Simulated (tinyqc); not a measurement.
# Capacitance measurement on a leaky thin oxide: effects of series resistance and leakage, step by step

Numbers from tinyqc (`OMP_NUM_THREADS=1 python tinyqc.py 2022206 2022207 out.jsonl`; about 0.01 s on one thread of a shared Intel Xeon 2.30GHz). Printed values are rounded.

The device is a capacitance C in parallel with a leakage conductance G, in series with Rs and Ls. An impedance meter reports either a parallel pair (Cp, Gp) from Y = 1/Z = Gp + i w Cp or a series pair (Cs, Rm) from Z = Rm + 1/(i w Cs); w = 2 pi f, dissipation D = Gp/(w |Cp|).

Parameters, values chosen for the exercise; values of the order met in thin-oxide MOS capacitors: relative permittivity of the gate insulator (close to silicon dioxide) eox = 3.9; insulator thickness tox = 3.7 nm; gate area A = 400 um^2; oxide-equivalent thickness added by the accumulation layer zc = 0.36 nm; oxide-equivalent thickness added by gate depletion zp = 0 nm; gate leakage current density, not matched to the thickness Jg = 0.0026 A/cm^2; voltage for an e-fold rise of the leakage Vs = 0.3 V; series resistance Rs = 6.4 ohm; series inductance Ls = 12 nH; measuring frequency f = 1e5 Hz.

Constants: eps0 = 8.8541878128e-14 F/cm where lengths are in cm. Results are converted to the units shown.

## True capacitance and conductance

EOT = 3.9 tox/eox; CET = EOT + zc + zp; C = 3.9 eps0 A/CET; G = Jg A/Vs.

EOT = 3.7 nm
CET = 4.06 nm
C = 3.40210 pF
G = 0.0346667 uS

## What the meter reports

Z = Rs + i w Ls + 1/(G + i w C).

Z = (0.07591-4.67691i) x 1e5 ohm
Cp = 3.40210 pF
Gp = 0.0346959 uS
Cs = 3.40300 pF
D = 0.0162312

Cp is within 0.01 % of C and Cs is 0.026 % above it; G Rs = 2.22e-7, w C Rs = 1.37e-5 and G/(w C) = 0.0162.
